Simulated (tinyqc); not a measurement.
Overlap of hydrogenic dopants: pairs, impurity band and the Mott density, step by step. Values are carried at full precision from step to step, so a last printed digit may differ when a step is redone from the rounded ones.

Ry* = Ry m/eps^2, aB = a0 eps/m. For 1s orbitals a distance rho = R/aB apart, in Ry*: overlap S = exp(-rho)(1 + rho + rho^2/3), J = (2/rho)(1 - (1 + rho) exp(-2 rho)) (attraction to the other ion), Kx = 2 (1 + rho) exp(-rho) (exchange of one electron). One electron on a pair has E = -1 - (J +/- Kx)/(1 +/- S), without the repulsion 2/rho of the ions. Hopping after orthogonalisation: t = (Kx - S J)/(1 - S^2), half the splitting. Dopants on a lattice with z neighbours, n = (3 sqrt3/4)/R^3 (bcc), give a band of width B = 2 z t, as on any lattice of two interpenetrating sublattices. Valleys, central cells and disorder are left out.

Constants: Ry = 13.60569312 eV; a0 (Bohr radius) = 0.5291772105 angstrom; hbar = 6.58211957e-16 eV s.

Inputs chosen for the exercise (an isotropic mass and dielectric constant of the size used for donors in GaAs; shifted at random, so the results belong to these values and not to a real crystal): m = 0.067 m0 (mass); eps = 12.6 (dielectric constant); N = 0.011 1/aB^3 (dopant density); rho = 4.3 aB (distance of a pair); u = 0.945 Ry* (cost of a second electron on one dopant); z = 8 (neighbours in the dopant lattice).

## Scales

Form Ry*, aB, and the density N in 1/cm^3 (1/angstrom^3 = 1e24/cm^3).

Ry* = 5.742 meV
aB = 99.517 angstrom
density = 1.116e+16 1/cm^3

## A pair with one electron

Form S, J, Kx, the two levels, t, and the total energy of the lower state with the repulsion, relative to a distant pair (-1).

S, J, Kx: [0.15554, 0.46466, 0.14383]

levels (Ry*): even -1.52658, odd -1.37993

t = 0.07333 Ry*
energy of the pair against a distant one (negative: bound) = -0.06147 Ry*

In this host the pair is 42.8 nm long and its splitting 2t is 0.84 meV.

## The pair with two electrons (two-site Hubbard model)

t is the hopping between the two dopants. Singlet at (u - sqrt(u^2 + 16 t^2))/2 below the triplet at 0; estimate 4 t^2/u; weight of double occupancy (1 - u/sqrt(u^2 + 16 t^2))/2; swap time pi hbar/Jx with Jx the splitting in eV. t and u are in units of Ry*.

singlet-triplet splitting (meV): exact 0.1277, 4 t^2/u 0.1307

double occupancy = 0.0225
swap time = 16.2 ps

The estimate is 2.4 % too high at 4t/u = 0.31.

## The impurity band at this density

Form R/aB, t, B = 2 z t and N^(1/3) aB. Two estimates of the gap between the Hubbard bands: u - B (rigid bands, closing at B = u) and the Hubbard-III rule, which closes at B = (2/sqrt3) u; give B/u.

R/aB = 4.9062
t = 0.04590 Ry*

B: in Ry* 0.734, in meV 4.217

N^(1/3) aB = 0.2224
B/u = 0.777

Both rules leave a gap: an insulator at T = 0. Mott's screening rule, N^(1/3) aB = 0.26, puts this density on the insulating side.

## Checks

- Overlap S against numerical integration in elliptic coordinates: both 0.15554.

Run: tinyqc, `OMP_NUM_THREADS=1 python tinyqc.py 1450768 1450769 out.jsonl`; Intel(R) Xeon(R) Processor @ 2.30GHz, one thread, shared host; about 0.01 s of CPU time with all checks.
